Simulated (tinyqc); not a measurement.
# Square-lattice Ising model by mean field, Bethe lattice, transfer matrix, exact enumeration and Monte Carlo steps, step by step

A worked calculation. Computed by tinyqc, a small Python program that keeps every step. Command: `OMP_NUM_THREADS=1 python tinyqc.py 3003985 3003986 out.jsonl ising walk`. One thread of a shared host (Intel(R) Xeon(R) Processor @ 2.30GHz), about 0.03 s of CPU time with the checks. Intermediate numbers are printed to about 7 digits and carried at full precision; extremes and crossings named in words are read from the listed rows.

H = -J sum over nearest pairs s_i s_j, s = +-1, no field, periodic boundaries; energies per site are in J. As a lattice gas or an alloy, s marks which species holds the site.

Inputs (values chosen for the exercise, for a model lattice):

| quantity | value | unit |
|---|---|---|
| coupling J | 5.49 | meV |
| temperature T | 90.9 | K |
| strip width w | 3 | - |
| factor on the grid 1.5, 1.85, 2.1, 2.45, 2.65, 3.1, 3.6, 4.4 of k_B T/J | 1.01 | - |

Enumerated cell: 3 x 5. Monte Carlo rule: Wolff cluster.

Constants: k_B = 8.617333262e-05 eV/K.

## Reduced coupling

K = J/(k_B T). Onsager: k_B T_c/J = 2/ln(1 + sqrt 2); mean field: 4; Bethe lattice with z = 4: 2/ln 2.

K = 0.7008669

critical temperatures (K): exact 144.5671, Bethe 183.8248, mean field 254.8352

T lies below all three.

## Three theories of the infinite lattice

K = J/(k_B T). Mean field: m = tanh(4 K m), u = -2 m^2. Bethe: cavity field h = 3 artanh(tanh K tanh h), m = tanh(4h/3), u = -2 (tanh K + tanh^2 h)/(1 + tanh K tanh^2 h). Exact: m = [1 - sinh(2K)^(-4)]^(1/8) below T_c; u = -coth(2K) [1 + (2/pi)(2 tanh^2(2K) - 1) K1(k)], k = 2 sinh(2K)/cosh^2(2K), K1 the complete elliptic integral of the first kind. The largest root is taken.

m, mean field = 0.9923633

u, mean field = -1.969570

cavity field h = 2.002111

m, Bethe = 0.9904442

u, Bethe = -1.964413

m, exact = 0.9902420

u, exact = -1.964054

Against the exact energy mean field misses by -0.006 J and Bethe by 0.000 J.

## Transfer matrix

Strip of w sites, periodic across (for w = 2 the pair is joined by two bonds): T(s, s') = exp(K [sum_i s_i s'_i + (r(s) + r(s'))/2]), r(s) = sum_i s_i s_(i+1).

T, lower triangle (symmetric):
```
          +++      ++-      +-+      +--      -++      -+-      --+       ---
+++  67.03411
++-   4.06224  4.06224
+-+   4.06224  0.24617  4.06224
+--   1.00000  1.00000  1.00000  4.06224
-++   4.06224  0.24617  0.24617  0.06060  4.06224
-+-   1.00000  1.00000  0.06060  0.24617  1.00000  4.06224
--+   1.00000  0.06060  1.00000  0.24617  1.00000  0.24617  4.06224
---   1.00000  1.00000  1.00000  4.06224  1.00000  4.06224  4.06224  67.03411
```

## Free energy and correlation length of the strip

With the eigenvalues l1 > l2: -f/(k_B T) = ln(l1)/w per site; xi = 1/ln(l1/l2) rows.

three largest eigenvalues: 69.26130  66.47381  5.38799

-f/(k_B T) = 1.412629

correlation length xi = 24.34376

xi/w = 8.115; for wide strips at T_c this ratio tends to 4/pi = 1.273, and T lies below T_c, where xi grows exponentially with w.

## Exact averages on the small cell

States of the 3 x 5 cell:

| E (J) | \|M\| | count |
|---|---|---|
| -30 | 15 | 2 |
| -22 | 13 | 30 |
| -18 | 3 | 10 |
| -18 | 9 | 10 |
| -18 | 11 | 60 |
| -14 | 1 | 60 |
| -14 | 5 | 60 |
| -14 | 7 | 90 |
| -14 | 9 | 150 |
| -14 | 11 | 150 |
| -10 | 1 | 180 |
| -10 | 3 | 330 |
| -10 | 5 | 276 |
| -10 | 7 | 390 |
| -10 | 9 | 450 |
| -6 | 1 | 1020 |
| -6 | 3 | 1030 |
| -6 | 5 | 1260 |
| -6 | 7 | 1140 |
| -6 | 9 | 300 |
| -2 | 1 | 3150 |
| -2 | 3 | 2850 |
| -2 | 5 | 2220 |
| -2 | 7 | 870 |
| 2 | 1 | 4170 |
| 2 | 3 | 3480 |
| 2 | 5 | 1590 |
| 2 | 7 | 240 |
| 6 | 1 | 2940 |
| 6 | 3 | 1590 |
| 6 | 5 | 540 |
| 10 | 1 | 1020 |
| 10 | 3 | 660 |
| 10 | 5 | 60 |
| 14 | 1 | 330 |
| 14 | 3 | 60 |

Weights count x exp(-K E); N = 15; u = <E>/N, c = K^2 (<E^2> - <E>^2)/N in k_B, Binder U = 1 - <M^4>/(3 <M^2>^2).

ln Z / N = 1.452343

u, cell = -1.961366

heat capacity c, cell = 0.1739431

<|m|>, cell = 0.9881953

Binder cumulant U = 0.6640106

The cell energy lies +0.003 J from the infinite lattice: deep in the ordered phase the correlation length is short and the cell is nearly exact.

## The methods across T_c

The grid values of k_B T/J times the given factor are rounded to 3 figures before use.

Order and energy:

| k_B T/J | T (K) | m mean field | m Bethe | m exact | <\|m\|> cell | u Bethe | u exact | u cell | U cell |
|---|---|---|---|---|---|---|---|---|---|
| 1.52 | 96.8374 | 0.9890898 | 0.9857652 | 0.9853016 | 0.9817612 | -1.947850 | -1.947052 | -1.942467 | 0.6623308 |
| 1.87 | 119.1355 | 0.9687943 | 0.9513518 | 0.9445716 | 0.9323935 | -1.835485 | -1.825744 | -1.812198 | 0.6472468 |
| 2.12 | 135.0627 | 0.9450237 | 0.9004519 | 0.8569295 | 0.8680426 | -1.689216 | -1.642201 | -1.657320 | 0.6236226 |
| 2.47 | 157.3607 | 0.8958425 | 0.7550312 | 0.0000000 | 0.7520450 | -1.352442 | -1.132847 | -1.393206 | 0.5699587 |
| 2.68 | 170.7396 | 0.8557458 | 0.5768209 | 0.0000000 | 0.6822288 | -1.052455 | -0.975645 | -1.238367 | 0.5293418 |
| 3.13 | 199.4086 | 0.7347553 | 0.0000000 | 0.0000000 | 0.5593963 | -0.618089 | -0.768699 | -0.967327 | 0.4375792 |
| 3.64 | 231.9000 | 0.5006145 | 0.0000000 | 0.0000000 | 0.4677248 | -0.536032 | -0.627331 | -0.760914 | 0.3477172 |
| 4.44 | 282.8671 | 0.0000000 | 0.0000000 | 0.0000000 | 0.3868639 | -0.442985 | -0.491476 | -0.568613 | 0.2522218 |

At k_B T/J = 1.52 all values of m agree within 0.008. At 2.47 the exact m is 0 while Bethe gives 0.76, mean field 0.90 and the cell 0.75: neglect of fluctuations raises T_c, and a finite cell rounds the transition. U falls from 0.662 (2/3 when ordered) to 0.252 (0 for a large disordered system).

## One Wolff cluster

start configuration, 5 x 5, rows and columns numbered from 1:
```
    1   2  3   4   5
1  -1   1  1  -1  -1
2   1   1  1   1   1
3   1   1  1   1  -1
4   1  -1  1   1   1
5  -1  -1  1  -1   1
```

seed site (row, column): 1  2

random numbers, used in order: 0.092  0.994  0.386  0.908  0.686  0.941  0.278  0.390  0.262  0.455  0.232  0.629  0.260  0.499  0.841  0.309  0.772  0.072  0.311  0.659  0.665  0.121  0.288  0.488  0.156  0.867  0.409  0.421  0.197  0.834  0.937  0.600  0.443  0.866  0.480  0.659  0.076  0.812  0.129  0.674  0.857  0.216  0.867  0.981  0.963  0.922  0.909  0.740  0.375  0.976  0.086  0.361

p = 1 - exp(-2K). Take sites from a first-in first-out queue; test the neighbours up, down, left, right that have the same spin and are not yet in the cluster, one random number each; add if u < p; flip the cluster at the end.

bond probability p = 0.7538302

Tests:

| test | from | to | u | added |
|---|---|---|---|---|
| 1 | (1,2) | (2,2) | 0.092 | yes |
| 2 | (1,2) | (1,3) | 0.994 | no |
| 3 | (2,2) | (3,2) | 0.386 | yes |
| 4 | (2,2) | (2,1) | 0.908 | no |
| 5 | (2,2) | (2,3) | 0.686 | yes |
| 6 | (3,2) | (3,1) | 0.941 | no |
| 7 | (3,2) | (3,3) | 0.278 | yes |
| 8 | (2,3) | (1,3) | 0.390 | yes |
| 9 | (2,3) | (2,4) | 0.262 | yes |
| 10 | (3,3) | (4,3) | 0.455 | yes |
| 11 | (3,3) | (3,4) | 0.232 | yes |
| 12 | (1,3) | (5,3) | 0.629 | yes |
| 13 | (2,4) | (2,5) | 0.260 | yes |
| 14 | (4,3) | (4,4) | 0.499 | yes |
| 15 | (2,5) | (2,1) | 0.841 | no |
| 16 | (4,4) | (4,5) | 0.309 | yes |
| 17 | (4,5) | (5,5) | 0.772 | no |
| 18 | (4,5) | (4,1) | 0.072 | yes |
| 19 | (4,1) | (3,1) | 0.311 | yes |
| 20 | (3,1) | (2,1) | 0.659 | yes |

cluster size = 16

configuration after the flip:
```
    1   2   3   4   5
1  -1  -1  -1  -1  -1
2  -1  -1  -1  -1  -1
3  -1  -1  -1  -1  -1
4  -1  -1  -1  -1  -1
5  -1  -1  -1  -1   1
```

The cluster holds 16 of the 17 sites with the spin of the seed; p is above the critical 2 - sqrt 2 = 0.586.

Checks made by the program: ln Z of the cell against the trace of a power of the transfer matrix (relative difference below 1e-10).
